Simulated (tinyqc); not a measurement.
Inside a calculation. Method: sp3 tight binding, zinc-blende lattice. Computed by tinyqc, a small Python program that keeps every step. Command: `OMP_NUM_THREADS=1 python tinyqc.py 29584 29585 out.jsonl` (the two numbers bound the seeds that draw the settings). One thread of a shared host (Intel(R) Xeon(R) Processor @ 2.60GHz), about 0.01 s of CPU time with the checks.

## Bloch Hamiltonian at k

Parameters chosen for this model: zinc-blende lattice, anion at 0, cation at a/4 (1,1,1); V = eta hbar^2 / (m d^2), hbar^2/m = 7.619964 eV angstrom^2:

| parameter | value | unit |
|---|---|---|
| a | 6.470000 | angstrom |
| d | 2.801592 | angstrom |
| Es anion | -12.110000 | eV |
| Ep anion | -7.390000 | eV |
| Es cation | -12.110000 | eV |
| Ep cation | -7.390000 | eV |
| eta ss | -1.500000 |  |
| eta sp | 1.980000 |  |
| eta pp sigma | 3.300000 |  |
| eta pp pi | -0.600000 |  |
| V ss | -1.456245 | eV |
| V sp | 1.922243 | eV |
| V pp sigma | 3.203738 | eV |
| V pp pi | -0.582498 | eV |

k point k (2 pi / a): 0.6200  -0.4000  0.1500

Slater-Koster rules over the four bonds with direction cosines (l, m, n): ss V_ss; s-px l V_sp; px-s -l V_sp; px-px l^2 V_pps + (1 - l^2) V_ppp; px-py l m (V_pps - V_ppp); each times exp(i k.d).

H(k) at k (eV), lower triangle (Hermitian):
```
                  a s             a px            a py             a pz
a s          -12.1100
a px           0.0000          -7.3900
a py           0.0000           0.0000         -7.3900
a pz           0.0000           0.0000          0.0000          -7.3900
c s   -2.5756+0.6611i  -0.3424+2.8883i  0.6934-1.4261i  -2.0985+0.4712i
c px   0.3424-2.8883i   1.2020-0.3085i  2.3864-0.5359i  -0.7886+1.6218i
c py  -0.6934+1.4261i   2.3864-0.5359i  1.2020-0.3085i   0.3894-3.2846i
c pz   2.0985-0.4712i  -0.7886+1.6218i  0.3894-3.2846i   1.2020-0.3085i

           c s     c px     c py     c pz
c s   -12.1100
c px    0.0000  -7.3900
c py    0.0000   0.0000  -7.3900
c pz    0.0000   0.0000   0.0000  -7.3900
```

## Levels at k

Diagonalise the Hermitian matrix.

eigenvalues (eV): -16.2185  -13.5799  -11.9980  -11.4923  -5.6521  -3.9853  -3.1902  -2.4437

weights |c|^2 of the basis functions:
```
      band 1  band 2  band 3  band 4  band 5  band 6  band 7  band 8
a s   0.4378  0.2266  0.0197  0.0056  0.2492  0.0459  0.0038  0.0114
a px  0.0401  0.0923  0.0883  0.1783  0.1142  0.3333  0.0392  0.1144
a py  0.0129  0.0722  0.1138  0.2846  0.0155  0.0032  0.3313  0.1665
a pz  0.0092  0.1089  0.2783  0.0314  0.1211  0.1176  0.1257  0.2078
c s   0.4378  0.2266  0.0197  0.0056  0.2492  0.0459  0.0038  0.0114
c px  0.0401  0.0923  0.0883  0.1783  0.1142  0.3333  0.0392  0.1144
c py  0.0129  0.0722  0.1138  0.2846  0.0155  0.0032  0.3313  0.1665
c pz  0.0092  0.1089  0.2783  0.0314  0.1211  0.1176  0.1257  0.2078
```

## Bloch Hamiltonian at X

k point X (2 pi / a): 1  0  0

As before.

H(k) at X (eV), lower triangle (Hermitian):
```
                 a s            a px            a py            a pz
a s         -12.1100
a px          0.0000         -7.3900
a py          0.0000          0.0000         -7.3900
a pz          0.0000          0.0000          0.0000         -7.3900
c s           0.0000  0.0000+4.4392i          0.0000          0.0000
c px  0.0000-4.4392i          0.0000          0.0000          0.0000
c py          0.0000          0.0000          0.0000  0.0000-5.0483i
c pz          0.0000          0.0000  0.0000-5.0483i          0.0000

           c s     c px     c py     c pz
c s   -12.1100
c px    0.0000  -7.3900
c py    0.0000   0.0000  -7.3900
c pz    0.0000   0.0000   0.0000  -7.3900
```

## Levels at X

As before.

eigenvalues (eV): -14.7776  -14.7776  -12.4383  -12.4383  -4.7224  -4.7224  -2.3417  -2.3417

## Bands along a path

The same steps at evenly spaced points between the labelled ones.

Bands along the path (eV):

| k | band 1 | band 2 | band 3 | band 4 | band 5 | band 6 | band 7 | band 8 |
|---|---|---|---|---|---|---|---|---|
| L | -16.2045 | -14.0963 | -11.2733 | -11.2733 | -6.1804 | -3.5067 | -3.5067 | -2.5188 |
| L-G 0.25 | -16.6455 | -13.4258 | -11.1255 | -11.1255 | -6.1407 | -3.6545 | -3.6545 | -2.7880 |
| L-G 0.50 | -17.3082 | -12.1146 | -10.7418 | -10.7418 | -6.0733 | -4.0382 | -4.0382 | -3.5039 |
| L-G 0.75 | -17.7720 | -10.7741 | -10.3081 | -10.3081 | -6.1291 | -4.4719 | -4.4719 | -4.3248 |
| G | -17.9350 | -10.1083 | -10.1083 | -10.1083 | -6.2850 | -4.6717 | -4.6717 | -4.6717 |
| G-X 0.25 | -17.7164 | -10.6393 | -10.5585 | -10.5585 | -5.9905 | -4.6538 | -4.2215 | -4.2215 |
| G-X 0.50 | -17.0776 | -11.8594 | -11.4443 | -11.4443 | -5.4439 | -4.6191 | -3.3357 | -3.3357 |
| G-X 0.75 | -16.0697 | -13.3205 | -12.1686 | -12.1686 | -4.9906 | -4.6192 | -2.6114 | -2.6114 |
| X | -14.7776 | -14.7776 | -12.4383 | -12.4383 | -4.7224 | -4.7224 | -2.3417 | -2.3417 |
| X-W 0.25 | -14.7776 | -14.7776 | -12.4383 | -12.4383 | -4.7224 | -4.7224 | -2.3417 | -2.3417 |
| X-W 0.50 | -14.7776 | -14.7776 | -12.4383 | -12.4383 | -4.7224 | -4.7224 | -2.3417 | -2.3417 |
| X-W 0.75 | -14.7776 | -14.7776 | -12.4383 | -12.4383 | -4.7224 | -4.7224 | -2.3417 | -2.3417 |
| W | -14.7776 | -14.7776 | -12.4383 | -12.4383 | -4.7224 | -4.7224 | -2.3417 | -2.3417 |

With 4 band(s) filled, the highest filled level on these points lies at G and the lowest empty one at G: a gap of 3.8233 eV, direct.
